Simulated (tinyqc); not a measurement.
Capacitance shares from swing and barrier lowering.

Question. Below threshold the charge is negligible, so the band edge moves as -(aG Vg + aD Vd), aG = CG/CS, aD = CD/CS (CG, CD the capacitances of the barrier top to gate and drain, CS the total), and I goes as exp((aG Vg + aD Vd)/Vt) once Vd is well above Vt. Find aG, aD, CS and CD.

Parameters, values chosen for the exercise: temperature T = 400 K.

Constants: q = 1.602176634e-19 C, kB = 1.380649e-23 J/K, Vt = kB T/q. Results are converted to the units shown.

swing = 96.790942 mV/decade
DIBL = 126.82927 mV/V
CG = 1.8653365 pF/cm

Solution. The swing is Vt ln 10/aG and the DIBL, -dVg/dVd at fixed current, is aD/aG.

aG = 0.8200
aD = 0.1040
CS = 2.275 pF/cm
CD = 0.2366 pF/cm

Numbers from tinyqc (`OMP_NUM_THREADS=1 python tinyqc.py 2400161 2400162 out.jsonl`; about 0.04 s on one thread of a shared Intel Xeon 2.30GHz).
